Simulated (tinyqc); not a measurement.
Tight binding, honeycomb lattice, step by step. One step of it, computed by the program tinyqc.

Question. Bloch Hamiltonian at k. H_AB = -t1 (1 + exp(-i k.a1) + exp(-i k.a2)); H_AA = delta - 2 t2 sum cos(k.b + phi), H_BB = -delta - 2 t2 sum cos(k.b - phi), b = a1, a2 - a1, -a2.

Parameters chosen for this model:
```
parameter,value,unit
t1,2.440000,"eV, nearest"
t2,0.330000,"eV, second neighbours"
phi,0,"rad, phase of t2 (Haldane)"
delta,0,"eV, +/- on A and B"
```

k point k (fractions of the reciprocal vectors): 0.290000  0.060000

Give: H(k) at k.

Answer.

H(k) at k (eV):
```
,A,B
A,-0.5322,-4.1019+3.2616i
B,-4.1019-3.2616i,-0.5322
```
